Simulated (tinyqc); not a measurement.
# Gap difference from the gain at two temperatures

Inverse problem. When back injection limits the gain, beta = b exp(-dE/(kB T)) with dE the gap reduction of the emitter less that of the base and b constant. Find dE and beta at 300 K.

Constants: q = 1.602176634e-19 C, kB = 1.380649e-23 J/K. Results are converted to the units shown.

T (K): 273  425
beta: 203.32207  1018.6887

Solution. ln beta is a straight line in 1/T with slope -dE/kB.

dE = 0.106 eV
beta at 300 K = 305

Numbers from tinyqc (`OMP_NUM_THREADS=1 python tinyqc.py 2320012 2320013 out.jsonl`; about 0.01 s on one thread of a shared Intel Xeon 2.30GHz).
